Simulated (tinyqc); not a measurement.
Free and nearly free electrons in a metal: one step. Two plane waves near the face.

Two plane waves k and k - G, G = (111) (2 pi/a): H = [[c k^2/m, V], [V, c (k - G)^2/m]] with c = hbar^2/2m0.
Constants: hbar^2/2m0 = 3.80998211 eV angstrom^2.

Values chosen for the exercise (near those of Cu, whose d bands this model ignores; shifted at random, so the results belong to these values and not to a real crystal): a = 3.594 angstrom (fcc lattice constant); m = 1 m0 (mass); V = 1.67 eV (|V_G| for G = (111)); x = 0.8 (k along G as a share of |G|/2).

Question. Build H for k along G, diagonalise, and give the weight of the first wave in the lower state and its velocity along G relative to a free electron, (w k + (1 - w)(k - G))/k.

Give: H; levels; w; v/v_free.

Answer.

H (eV):
```
        1        2
1  5.5894   1.6700
2  1.6700  12.5762
```

levels (eV): 5.2108  12.9549

w = 0.9511
v/v_free = 0.8778

The splitting is 7.744 eV here and 2V = 3.34 eV on the face, where the normal velocity vanishes. There the lower band lies at 7.063 eV, below the free EF of 7.114 eV, so by this test the Fermi surface touches the face (V is large against EF, which it lowers, so the test is rough). The real noble metals have necks on these faces, through a gap of 4 to 5 eV at L and their d bands.

(tinyqc, `OMP_NUM_THREADS=1 python tinyqc.py 1651388 1651389 out.jsonl`, Intel(R) Xeon(R) Processor @ 2.30GHz, 1 thread, shared host, about 0.01 s.)
